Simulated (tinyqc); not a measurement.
Ellipsometry and reflectance of a transparent film on an absorbing substrate: one step of the calculation.

Air (index 1), film, substrate with N2 = n2 - i k2; time factor exp(+i w t). q_j = sqrt(N_j^2 - sin^2 th), root with positive real part. Fresnel coefficients r_s = (q_a - q_b)/(q_a + q_b), r_p = (N_b^2 q_a - N_a^2 q_b)/(N_b^2 q_a + N_a^2 q_b). tan(Psi) exp(i Delta) = R_p/R_s, Delta taken from 0 to 360 degrees.

Problem. Psi, Delta and reflectances. beta = 2 pi d q1/lam, X = exp(-2 i beta), R = (r01 + r12 X)/(1 + r01 r12 X) for p and s.

Inputs (values chosen for the exercise):
- lam = 800 nm (wavelength)
- d = 52 nm (film thickness)

q1 = 1.3104851
r01,p = -0.31281210
r01,s = -0.67014802
r12,p = 0.30829239-0.00073808i
r12,s = -0.46224366+0.00074305i

Find: beta; X; R_p; R_s; Psi; Delta; |R_p|^2; |R_s|^2.

Solution.

beta = 0.5352 rad
X = 0.4798-0.8774i
R_p = -0.1972-0.2664i
R_s = -0.8143+0.1606i
Psi = 21.77 degrees
Delta = 64.65 degrees
|R_p|^2 = 0.1099
|R_s|^2 = 0.6889

The bare substrate gives Psi = 0.3359 and Delta = 9.2759 degrees.

tinyqc, about 0.2 s, one thread, Intel Xeon 2.30GHz (shared host): `OMP_NUM_THREADS=1 python tinyqc.py 2870205 2870206 out.jsonl`
